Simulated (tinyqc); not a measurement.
Abrupt p-n junction, non-linear Poisson equation by Newton steps: one step of the calculation.

One dimension, p side on the left, n side on the right; net doping C = -Na for x < 0 and +Nd for x > 0. The potential psi is counted from the intrinsic level, and the quasi-Fermi potentials are flat: 0 for holes and -V for electrons, so n = ni exp((psi + V)/Vt) and p = ni exp(-psi/Vt) (Boltzmann statistics, full ionisation, no current).

Question. Newton step. Solve the tridiagonal system a_(i-1) d_(i-1) + b_i d_i + a_i d_(i+1) = -F_i for nodes 1 to 10, with d = 0 on fixed nodes. Half of the step is added while the largest |d| exceeds 1.5 Vt, the full step after that.

Parameters, values chosen for the exercise:
```
symbol,value,unit,meaning
T,273,K,temperature
```

Constants: q = 1.602176634e-19 C, kB = 1.380649e-23 J/K, Vt = kB T/q. Results are converted to the units shown.

```
interval,coupling a_i (F/cm^2)
0,6.8601959e-7
1,8.0362295e-7
2,9.2725725e-7
3,1.0735421e-6
4,1.2519349e-6
5,1.4548347e-6
6,5.3745484e-7
7,1.9948087e-7
8,7.3953032e-8
9,2.7307576e-8
10,1.0093350e-8
```

```
node,diagonal b (F/cm^2),residual F (C/cm^2)
1,-5.3715905e-6,~0
2,-5.0679934e-6,~0
3,-4.8884238e-6,~0
4,-4.8112858e-6,~0
5,-4.8418409e-6,4.6490609e-6
6,-2.0442701e-6,-4.6490609e-6
7,-8.7716257e-7,~0
8,-6.5156288e-7,~0
9,-1.1241914e-6,~0
10,-2.8056725e-6,~0
```

```
node,psi at the start (V)
0,-1.6478414
1,-1.6478414
2,-1.6478414
3,-1.6478414
4,-1.6478414
5,-1.6478414
6,1.5477526
7,1.5477526
8,1.5477526
9,1.5477526
10,1.5477526
11,1.5477526
```

Wanted: Newton step d, before damping; psi after iteration 1.

Answer.

```
node,"Newton step d, before damping (V)"
1,0.0003
2,0.0023
3,0.0124
4,0.0547
5,0.1994
6,-2.5791
7,-1.6995
8,-0.5242
9,-0.0345
10,-0.0003
```

```
node,psi after iteration 1 (V)
0,-1.6478
1,-1.6477
2,-1.6467
3,-1.6416
4,-1.6205
5,-1.5482
6,0.2582
7,0.6980
8,1.2856
9,1.5305
10,1.5476
11,1.5478
```

Computed by the program tinyqc: `OMP_NUM_THREADS=1 python tinyqc.py 2000078 2000079 out.jsonl`, one thread of a shared Intel Xeon 2.30GHz, about 0.03 s for the whole run.

~0 in a residual or rate marks an entry under 1e-11 of the largest of its column.
